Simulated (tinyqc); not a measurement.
Worked calculation: ROHF in the sto-3g basis, for BeH, spin multiplicity 2. Computed by tinyqc, a small Python program that keeps every step (integrals from PySCF). Settings: charge = 0, multiplicity = 2, basis = sto-3g, energy threshold = 1e-10, iteration cap = 77, orthogonalisation = symmetric, start = core, DIIS depth = 4, method = ROHF. Command: `OMP_NUM_THREADS=1 python tinyqc.py 20369 20370 out.jsonl` (the two numbers bound the seeds that draw the settings). One thread of a shared host (Intel(R) Xeon(R) Processor @ 2.60GHz), about 0.1 s of CPU time with the checks. Later iterations appear only in the table of the cycle.

## One-electron integrals

Geometry (angstrom):
```
atom         x         y         z
Be    0.000000  0.000000  0.000000
H     0.000000  0.000000  1.775000
```

Basis sto-3g: exponents (1/bohr^2) and contraction coefficients of normalised primitives:
```
element  l (shell)   exponent  coefficient
Be           s (1)  30.167871     0.154329
Be           s (1)   5.495115     0.535328
Be           s (1)   1.487193     0.444635
Be           s (2)   1.314833    -0.099967
Be           s (2)   0.305539     0.399513
Be           s (2)   0.099371     0.700115
Be           p (3)   1.314833     0.155916
Be           p (3)   0.305539     0.607684
Be           p (3)   0.099371     0.391957
H            s (1)   3.425251     0.154329
H            s (1)   0.623914     0.535328
H            s (1)   0.168855     0.444635
```

Overlap, kinetic and nuclear-attraction integrals over the contracted functions; the nuclear repulsion is the sum of Za Zb / Rab.

nuclear repulsion = 1.19251202 hartree

overlap S, lower triangle:
```
           1Be 1s    1Be 2s   1Be 2px   1Be 2py   1Be 2pz     2H 1s
1Be 1s   1.000000
1Be 2s   0.259517  1.000000
1Be 2px  0.000000  0.000000  1.000000
1Be 2py  0.000000  0.000000  0.000000  1.000000
1Be 2pz  0.000000  0.000000  0.000000  0.000000  1.000000
2H 1s    0.026709  0.299564  0.000000  0.000000  0.384804  1.000000
```

kinetic energy T (hartree), lower triangle:
```
            1Be 1s    1Be 2s   1Be 2px   1Be 2py   1Be 2pz     2H 1s
1Be 1s    6.693975
1Be 2s   -0.033012  0.211111
1Be 2px   0.000000  0.000000  0.660592
1Be 2py   0.000000  0.000000  0.000000  0.660592
1Be 2pz   0.000000  0.000000  0.000000  0.000000  0.660592
2H 1s    -0.007871  0.019520  0.000000  0.000000  0.077958  0.760032
```

nuclear attraction V (hartree), lower triangle:
```
             1Be 1s     1Be 2s    1Be 2px    1Be 2py    1Be 2pz      2H 1s
1Be 1s   -14.859220
1Be 2s    -1.976615  -2.606013
1Be 2px    0.000000   0.000000  -2.563418
1Be 2py    0.000000   0.000000   0.000000  -2.563418
1Be 2pz   -0.010258  -0.101736   0.000000   0.000000  -2.635183
2H 1s     -0.202769  -0.702817   0.000000   0.000000  -0.881318  -2.417739
```

core Hamiltonian H = T + V (hartree), lower triangle:
```
            1Be 1s     1Be 2s    1Be 2px    1Be 2py    1Be 2pz      2H 1s
1Be 1s   -8.165245
1Be 2s   -2.009627  -2.394902
1Be 2px   0.000000   0.000000  -1.902826
1Be 2py   0.000000   0.000000   0.000000  -1.902826
1Be 2pz  -0.010258  -0.101736   0.000000   0.000000  -1.974591
2H 1s    -0.210640  -0.683298   0.000000   0.000000  -0.803360  -1.657707
```

## Two-electron integrals

Functions are numbered as in S; the eight-fold symmetry (ij|kl) = (ji|kl) = (kl|ij) leaves the list below.

Two-electron integrals (ij|kl) in chemists' order, unique and non-zero (hartree):
```
(11|11) 2.298831   (21|11) 0.392036   (21|21) 0.079539   (22|11) 0.570988
(22|21) 0.143041   (22|22) 0.417683   (31|31) 0.014607   (32|31) 0.021888
(32|32) 0.092265   (33|11) 0.569578   (33|21) 0.143083   (33|22) 0.417589
(33|33) 0.449859   (41|41) 0.014607   (42|41) 0.021888   (42|42) 0.092265
(43|43) 0.024249   (44|11) 0.569578   (44|21) 0.143083   (44|22) 0.417589
(44|33) 0.401360   (44|44) 0.449859   (51|51) 0.014607   (52|51) 0.021888
(52|52) 0.092265   (53|53) 0.024249   (54|54) 0.024249   (55|11) 0.569578
(55|21) 0.143083   (55|22) 0.417589   (55|33) 0.401360   (55|44) 0.401360
(55|55) 0.449859   (61|11) 0.039796   (61|21) 0.008070   (61|22) 0.014647
(61|33) 0.014553   (61|44) 0.014553   (61|51) 0.000721   (61|52) 0.001362
(61|55) 0.014843   (61|61) 0.000859   (62|11) 0.124537   (62|21) 0.031805
(62|22) 0.105136   (62|33) 0.100846   (62|44) 0.100846   (62|51) 0.004083
(62|52) 0.027744   (62|55) 0.113614   (62|61) 0.003572   (62|62) 0.044426
(63|31) 0.002514   (63|32) 0.012659   (63|53) 0.004468   (63|63) 0.003401
(64|41) 0.002514   (64|42) 0.012659   (64|54) 0.004468   (64|64) 0.003401
(65|11) 0.145139   (65|21) 0.037434   (65|22) 0.129135   (65|33) 0.121651
(65|44) 0.121651   (65|51) 0.006456   (65|52) 0.042561   (65|55) 0.143966
(65|61) 0.004337   (65|62) 0.061157   (65|65) 0.085819   (66|11) 0.297698
(66|21) 0.077190   (66|22) 0.286933   (66|33) 0.267618   (66|44) 0.267618
(66|51) 0.010066   (66|52) 0.092406   (66|55) 0.325192   (66|61) 0.008750
(66|62) 0.163099   (66|65) 0.235525   (66|66) 0.774606
```

## Orthogonalisation

S = U s U^T; symmetric (Loewdin) form X = U s^(-1/2) U^T, so that X^T S X = 1.

eigenvalues of S: 0.490832  0.798051  1.000000  1.000000  1.183990  1.527127

X, lower triangle:
```
            1Be 1s     1Be 2s   1Be 2px   1Be 2py    1Be 2pz     2H 1s
1Be 1s    1.027457
1Be 2s   -0.141417   1.070322
1Be 2px   0.000000   0.000000  1.000000
1Be 2py   0.000000   0.000000  0.000000  1.000000
1Be 2pz  -0.007290   0.054412  0.000000  0.000000   1.067681
2H 1s     0.020863  -0.182496  0.000000  0.000000  -0.228109  1.109533
```

## Starting guess

The start is the orbitals of the core Hamiltonian; D(s) = C_occ C_occ^T for each spin.

D(alpha) at the start, lower triangle:
```
            1Be 1s    1Be 2s   1Be 2px   1Be 2py   1Be 2pz     2H 1s
1Be 1s    1.050562
1Be 2s   -0.187229  0.686022
1Be 2px   0.000000  0.000000  0.918186
1Be 2py   0.000000  0.000000  0.274082  0.081814
1Be 2pz  -0.119487  0.490161  0.000000  0.000000  0.350424
2H 1s     0.002463  0.008578  0.000000  0.000000  0.006198  0.000130
```

D(beta) at the start, lower triangle:
```
            1Be 1s    1Be 2s   1Be 2px   1Be 2py   1Be 2pz     2H 1s
1Be 1s    1.050562
1Be 2s   -0.187229  0.686022
1Be 2px   0.000000  0.000000  0.000000
1Be 2py   0.000000  0.000000  0.000000  0.000000
1Be 2pz  -0.119487  0.490161  0.000000  0.000000  0.350424
2H 1s     0.002463  0.008578  0.000000  0.000000  0.006198  0.000130
```

## Iteration 1: building the Fock matrix

J_ij = sum D_kl (ij|kl) with D = D(alpha) + D(beta), K_ij = sum D_kl (ik|jl) for each spin; F = H + J - K(s); E = tr D H + tr D J / 2 - 0.5 sum_s tr D(s) K(s) + E_nn.

Coulomb J (hartree), lower triangle:
```
           1Be 1s    1Be 2s   1Be 2px   1Be 2py   1Be 2pz     2H 1s
1Be 1s   6.297052
1Be 2s   1.205889  2.382954
1Be 2px  0.000000  0.000000  2.396421
1Be 2py  0.000000  0.000000  0.013293  2.355858
1Be 2pz  0.036243  0.172482  0.000000  0.000000  2.386889
2H 1s    0.125193  0.618135  0.000000  0.000000  0.761339  1.644990
```

exchange K(alpha) (hartree), lower triangle:
```
           1Be 1s    1Be 2s   1Be 2px   1Be 2py   1Be 2pz     2H 1s
1Be 1s   2.342896
1Be 2s   0.418508  0.443444
1Be 2px  0.000000  0.000000  0.494266
1Be 2py  0.000000  0.000000  0.116652  0.138298
1Be 2pz  0.011884  0.232623  0.000000  0.000000  0.254893
2H 1s    0.048016  0.175755  0.000000  0.000000  0.151624  0.128295
```

exchange K(beta) (hartree), lower triangle:
```
           1Be 1s    1Be 2s   1Be 2px   1Be 2py   1Be 2pz     2H 1s
1Be 1s   2.328290
1Be 2s   0.396619  0.351179
1Be 2px  0.000000  0.000000  0.079228
1Be 2py  0.000000  0.000000  0.000000  0.079228
1Be 2pz  0.011884  0.232623  0.000000  0.000000  0.230644
2H 1s    0.045502  0.163096  0.000000  0.000000  0.147157  0.124894
```

F(alpha) (hartree), lower triangle:
```
            1Be 1s     1Be 2s    1Be 2px   1Be 2py    1Be 2pz      2H 1s
1Be 1s   -4.211090
1Be 2s   -1.222246  -0.455392
1Be 2px   0.000000   0.000000  -0.000671
1Be 2py   0.000000   0.000000  -0.103359  0.314733
1Be 2pz   0.014101  -0.161876   0.000000  0.000000   0.157405
2H 1s    -0.133462  -0.240918   0.000000  0.000000  -0.193645  -0.141012
```

F(beta) (hartree), lower triangle:
```
            1Be 1s     1Be 2s   1Be 2px   1Be 2py    1Be 2pz      2H 1s
1Be 1s   -4.196483
1Be 2s   -1.200358  -0.363127
1Be 2px   0.000000   0.000000  0.414367
1Be 2py   0.000000   0.000000  0.013293  0.373804
1Be 2pz   0.014101  -0.161876  0.000000  0.000000   0.181654
2H 1s    -0.130949  -0.228259  0.000000  0.000000  -0.189177  -0.137611
```

total energy of this density = -14.40858858 hartree

## Iteration 1: Roothaan effective Fock matrix

With projectors Pc = D(beta) S, Po = (D(alpha) - D(beta)) S, Pv = 1 - D(alpha) S, the block xy is Px^T F Py; with Fc = (F(alpha) + F(beta))/2, the blocks are Fc for cc, oo, vv and cv, F(beta) for co and F(alpha) for ov.

effective F (hartree), lower triangle:
```
            1Be 1s     1Be 2s    1Be 2px   1Be 2py    1Be 2pz      2H 1s
1Be 1s   -4.203786
1Be 2s   -1.211302  -0.409260
1Be 2px   0.000000   0.000000   0.206848
1Be 2py   0.000000   0.000000  -0.045033  0.344269
1Be 2pz   0.014101  -0.161876   0.000000  0.000000   0.169529
2H 1s    -0.132206  -0.234588   0.000000  0.000000  -0.191411  -0.139311
```

## Iteration 1: diagonalisation and new density

Diagonalise F' = X^T F X, C = X C', fill 3 alpha and 2 beta electrons from the bottom; D(s) = C_occ C_occ^T. Each column has its largest component positive (the first on a tie).

F' = X^T F X (hartree), lower triangle:
```
           1          2          3         4          5         6
1  -4.098806
2  -0.666359  -0.120812
3   0.000000   0.000000   0.206848
4   0.000000   0.000000  -0.045033  0.344269
5   0.023577  -0.098112   0.000000  0.000000   0.265122
6   0.007728  -0.182939   0.000000  0.000000  -0.229365  0.003243
```

orbital energies (hartree): MO1 -4.207582, MO2 -0.286944, MO3 0.144860, MO4 0.193405, MO5 0.357711, MO6 0.398413

coefficients C:
```
               MO1        MO2        MO3       MO4        MO5        MO6
1Be 1s    0.991352  -0.175430  -0.249620  0.000000   0.000000  -0.017056
1Be 2s    0.031868   0.546118   0.937561  0.000000   0.000000   0.153527
1Be 2px   0.000000   0.000000   0.000000  0.958220  -0.286032   0.000000
1Be 2py   0.000000   0.000000   0.000000  0.286032   0.958220   0.000000
1Be 2pz  -0.001095   0.299541  -0.174624  0.000000   0.000000   1.036711
2H 1s    -0.002820   0.566153  -0.645738  0.000000   0.000000  -0.761133
```

D(alpha) after iteration 1, lower triangle:
```
            1Be 1s     1Be 2s   1Be 2px   1Be 2py   1Be 2pz     2H 1s
1Be 1s    1.075865
1Be 2s   -0.298248   1.178282
1Be 2px   0.000000   0.000000  0.000000
1Be 2py   0.000000   0.000000  0.000000  0.000000
1Be 2pz  -0.010045  -0.000171  0.000000  0.000000  0.120220
2H 1s     0.059073  -0.296322  0.000000  0.000000  0.282351  0.737514
```

D(beta) after iteration 1, lower triangle:
```
            1Be 1s    1Be 2s   1Be 2px   1Be 2py   1Be 2pz     2H 1s
1Be 1s    1.013554
1Be 2s   -0.064213  0.299261
1Be 2px   0.000000  0.000000  0.000000
1Be 2py   0.000000  0.000000  0.000000  0.000000
1Be 2pz  -0.053634  0.163550  0.000000  0.000000  0.089726
2H 1s    -0.102116  0.309097  0.000000  0.000000  0.169589  0.320537
```

## Iteration 2: building the Fock matrix

As before.

Coulomb J (hartree), lower triangle:
```
           1Be 1s    1Be 2s   1Be 2px   1Be 2py   1Be 2pz     2H 1s
1Be 1s   5.928187
1Be 2s   1.118483  2.215894
1Be 2px  0.000000  0.000000  2.182069
1Be 2py  0.000000  0.000000  0.000000  2.182069
1Be 2pz  0.021820  0.164193  0.000000  0.000000  2.273638
2H 1s    0.115608  0.653570  0.000000  0.000000  0.838188  2.123071
```

exchange K(alpha) (hartree), lower triangle:
```
           1Be 1s    1Be 2s   1Be 2px   1Be 2py   1Be 2pz     2H 1s
1Be 1s   2.335817
1Be 2s   0.397175  0.493371
1Be 2px  0.000000  0.000000  0.112114
1Be 2py  0.000000  0.000000  0.000000  0.112114
1Be 2pz  0.000437  0.043422  0.000000  0.000000  0.285584
2H 1s    0.044270  0.193637  0.000000  0.000000  0.294007  0.670006
```

exchange K(beta) (hartree), lower triangle:
```
            1Be 1s    1Be 2s   1Be 2px   1Be 2py   1Be 2pz     2H 1s
1Be 1s    2.302136
1Be 2s    0.403234  0.277670
1Be 2px   0.000000  0.000000  0.051699
1Be 2py   0.000000  0.000000  0.000000  0.051699
1Be 2pz  -0.002252  0.164879  0.000000  0.000000  0.181300
2H 1s     0.040608  0.236552  0.000000  0.000000  0.237193  0.468161
```

F(alpha) (hartree), lower triangle:
```
            1Be 1s     1Be 2s   1Be 2px   1Be 2py    1Be 2pz      2H 1s
1Be 1s   -4.572875
1Be 2s   -1.288320  -0.672380
1Be 2px   0.000000   0.000000  0.167129
1Be 2py   0.000000   0.000000  0.000000  0.167129
1Be 2pz   0.011125   0.019035  0.000000  0.000000   0.013463
2H 1s    -0.139302  -0.223364  0.000000  0.000000  -0.259179  -0.204642
```

F(beta) (hartree), lower triangle:
```
            1Be 1s     1Be 2s   1Be 2px   1Be 2py    1Be 2pz      2H 1s
1Be 1s   -4.539194
1Be 2s   -1.294378  -0.456679
1Be 2px   0.000000   0.000000  0.227544
1Be 2py   0.000000   0.000000  0.000000  0.227544
1Be 2pz   0.013814  -0.102422  0.000000  0.000000   0.117747
2H 1s    -0.135640  -0.266280  0.000000  0.000000  -0.202366  -0.002797
```

total energy of this density = -14.80440292 hartree

## Iteration 2: Roothaan effective Fock matrix

As before.

effective F (hartree), lower triangle:
```
            1Be 1s     1Be 2s   1Be 2px   1Be 2py    1Be 2pz      2H 1s
1Be 1s   -4.555851
1Be 2s   -1.293872  -0.571715
1Be 2px   0.000000   0.000000  0.197336
1Be 2py   0.000000   0.000000  0.000000  0.197336
1Be 2pz   0.014208  -0.042025  0.000000  0.000000   0.068806
2H 1s    -0.135640  -0.246000  0.000000  0.000000  -0.226934  -0.099201
```

## Iteration 2: DIIS over 2 matrices

error matrix X^T (FDS - SDF) X:
```
           1          2         3         4          5          6
1   0.000000  -0.005953  0.000000  0.000000   0.024822   0.000464
2   0.005953   0.000000  0.000000  0.000000  -0.137776   0.020395
3   0.000000   0.000000  0.000000  0.000000   0.000000   0.000000
4   0.000000   0.000000  0.000000  0.000000   0.000000   0.000000
5  -0.024822   0.137776  0.000000  0.000000   0.000000  -0.089026
6  -0.000464  -0.020395  0.000000  0.000000   0.089026   0.000000
```

B (overlaps of the stored error matrices):
```
                1               2
1   6.7692852e-01  -3.6020050e-03
2  -3.6020050e-03   5.5951214e-02
```

Minimise |sum c_i e_i|^2 with sum c_i = 1: solve [B -1; -1 0][c; lambda] = [0; -1] with B_ij = tr e_i^T e_j, and take F = sum c_i F_i.

DIIS coefficients: 0.080468  0.919532

extrapolated F (hartree), lower triangle:
```
            1Be 1s     1Be 2s    1Be 2px   1Be 2py    1Be 2pz      2H 1s
1Be 1s   -4.527521
1Be 2s   -1.287228  -0.558643
1Be 2px   0.000000   0.000000   0.198102
1Be 2py   0.000000   0.000000  -0.003624  0.209160
1Be 2pz   0.014199  -0.051670   0.000000  0.000000   0.076911
2H 1s    -0.135364  -0.245082   0.000000  0.000000  -0.224076  -0.102428
```

## Iteration 2: diagonalisation and new density

As before.

F' = X^T F X (hartree), lower triangle:
```
           1          2          3         4          5         6
1  -4.421312
2  -0.683514  -0.257059
3   0.000000   0.000000   0.198102
4   0.000000   0.000000  -0.003624  0.209160
5   0.006406   0.025768   0.000000  0.000000   0.190026
6   0.014276  -0.206412   0.000000  0.000000  -0.279061  0.069103
```

orbital energies (hartree): MO1 -4.530726, MO2 -0.312455, MO3 -0.030063, MO4 0.197020, MO5 0.210241, MO6 0.454002

coefficients C:
```
               MO1        MO2        MO3       MO4        MO5        MO6
1Be 1s    0.992256  -0.210301  -0.197575  0.000000   0.000000   0.091221
1Be 2s    0.028785   0.687001   0.737205  0.000000   0.000000  -0.430793
1Be 2px   0.000000   0.000000   0.000000  0.958220  -0.286032   0.000000
1Be 2py   0.000000   0.000000   0.000000  0.286032   0.958220   0.000000
1Be 2pz  -0.001592   0.226993  -0.536379  0.000000   0.000000  -0.925072
2H 1s    -0.003467   0.480544  -0.462454  0.000000   0.000000   0.933831
```

D(alpha) after iteration 2, lower triangle:
```
            1Be 1s     1Be 2s   1Be 2px   1Be 2py   1Be 2pz     2H 1s
1Be 1s    1.067834
1Be 2s   -0.261569   1.016270
1Be 2px   0.000000   0.000000  0.000000
1Be 2py   0.000000   0.000000  0.000000  0.000000
1Be 2pz   0.056659  -0.239522  0.000000  0.000000  0.339231
2H 1s    -0.013129  -0.010889  0.000000  0.000000  0.357136  0.444798
```

D(beta) after iteration 2, lower triangle:
```
            1Be 1s    1Be 2s   1Be 2px   1Be 2py   1Be 2pz     2H 1s
1Be 1s    1.028798
1Be 2s   -0.115915  0.472799
1Be 2px   0.000000  0.000000  0.000000
1Be 2py   0.000000  0.000000  0.000000  0.000000
1Be 2pz  -0.049317  0.155899  0.000000  0.000000  0.051529
2H 1s    -0.104499  0.330034  0.000000  0.000000  0.109086  0.230934
```

## Iteration 10 (converged): orbitals

converged F (hartree), lower triangle:
```
            1Be 1s     1Be 2s   1Be 2px   1Be 2py    1Be 2pz      2H 1s
1Be 1s   -4.515746
1Be 2s   -1.284610  -0.511997
1Be 2px   0.000000   0.000000  0.220341
1Be 2py   0.000000   0.000000  0.000000  0.220341
1Be 2pz  -0.000899  -0.044950  0.000000  0.000000  -0.006341
2H 1s    -0.137471  -0.278463  0.000000  0.000000  -0.267228  -0.170571
```

As before.

F' = X^T F X (hartree), lower triangle:
```
           1          2         3         4          5         6
1  -4.408384
2  -0.691337  -0.191891
3   0.000000   0.000000  0.220341
4   0.000000   0.000000  0.000000  0.220341
5  -0.012155   0.048122  0.000000  0.000000   0.114571
6   0.020801  -0.247629  0.000000  0.000000  -0.300495  0.018390
```

orbital energies (hartree): MO1 -4.518925, MO2 -0.351408, MO3 -0.047163, MO4 0.220341, MO5 0.220341, MO6 0.450181

coefficients C:
```
               MO1        MO2        MO3       MO4        MO5        MO6
1Be 1s    0.992279  -0.166659  -0.217441  0.000000   0.000000   0.128380
1Be 2s    0.028763   0.517775   0.789787  0.000000   0.000000  -0.556031
1Be 2px   0.000000   0.000000   0.000000  0.144899   0.989446   0.000000
1Be 2py   0.000000   0.000000   0.000000  0.989446  -0.144899   0.000000
1Be 2pz   0.001748   0.293526  -0.600278  0.000000   0.000000  -0.865156
2H 1s    -0.003876   0.592112  -0.240120  0.000000   0.000000   0.953188
```

D(alpha) after iteration 10, lower triangle:
```
            1Be 1s     1Be 2s   1Be 2px   1Be 2py   1Be 2pz     2H 1s
1Be 1s    1.059674
1Be 2s   -0.229483   0.892682
1Be 2px   0.000000   0.000000  0.000000
1Be 2py   0.000000   0.000000  0.000000  0.000000
1Be 2pz   0.083341  -0.322062  0.000000  0.000000  0.446494
2H 1s    -0.050315   0.116826  0.000000  0.000000  0.317932  0.408270
```

D(beta) after iteration 10, lower triangle:
```
            1Be 1s    1Be 2s   1Be 2px   1Be 2py   1Be 2pz     2H 1s
1Be 1s    1.012393
1Be 2s   -0.057751  0.268918
1Be 2px   0.000000  0.000000  0.000000
1Be 2py   0.000000  0.000000  0.000000  0.000000
1Be 2pz  -0.047184  0.152030  0.000000  0.000000  0.086160
2H 1s    -0.102527  0.306469  0.000000  0.000000  0.173793  0.350612
```

Within a degenerate level the vectors are fixed only up to a rotation; this is one choice.

## Convergence

Stop when the energy changes by less than 1e-10 hartree and every element of the error matrix X^T (F D S - S D F) X is below 3e-06.

Course of the cycle:
```
iteration   E (hartree)     change  largest element of the error matrix
1          -14.40858858          -                             3.50e-01
2          -14.80440292  -3.96e-01                             1.38e-01
3          -14.86649028  -6.21e-02                             7.02e-02
4          -14.87664849  -1.02e-02                             2.32e-02
5          -14.87988178  -3.23e-03                             8.25e-03
6          -14.88006541  -1.84e-04                             2.47e-04
7          -14.88006567  -2.52e-07                             9.85e-05
8          -14.88006569  -2.66e-08                             1.37e-05
9          -14.88006569  -9.93e-10                             5.09e-07
10         -14.88006569  -1.12e-12                             1.89e-08
```

PySCF ROHF in the same basis = -14.88006569 hartree

Converged in 10 iterations.

## Populations, bond orders and dipole

Mulliken: Z minus the diagonal of D S on the atom; Loewdin: the same with S^(1/2) D S^(1/2); Mayer order: 2 sum_s sum (D(s) S)_ij (D(s) S)_ji over the two atoms.

Charges (e):
```
atom   Mulliken    Loewdin  Mulliken spin
1Be    0.070822   0.064442       0.942293
2H    -0.070822  -0.064442       0.057707
```

Mayer bond orders:
```
pair     order
2-1   0.991654
```

dipole moment about the origin, x y z (debye): 0.000000  0.000000  -0.886062
